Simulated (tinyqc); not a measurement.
Landau coefficients from the transition.

Question. u = a0 (T - T0) P^2 + be P^4 + ga P^6 (P in uC/cm^2, E in kV/cm, u in mJ/cm^3). Above the transition chi = Cw/(T - T0) with Cw = 1/(2 eps0 a0); at TC = T0 + be^2/(4 a0 ga) the polarisation jumps by sqrt(-be/(2 ga)). Find a0, be and ga.

Parameters, values chosen for the exercise: Curie-Weiss temperature T0 = 600 K.

Constants: eps0 = 8.8541878128e-14 F/cm where lengths are in cm. Results are converted to the units shown.

TC = 633.425926 K
jump of P at TC = 18.7577145 uC/cm^2
Curie constant = 5.64704534e5 K

Solution. The Curie constant gives a0. At TC both u = 0 and du/dP = 0, which give ga = al/P^4 and be = -2 al/P^2 with al = a0 (TC - T0).

a0 = 0.01000 kV cm/(uC K)
be = -0.001900 kV cm^5/uC^3
ga = 2.700e-6 kV cm^9/uC^5

Computed by the program tinyqc: `OMP_NUM_THREADS=1 python tinyqc.py 2860026 2860027 out.jsonl`, one thread of a shared Intel Xeon 2.30GHz, about 0.01 s for the whole run.
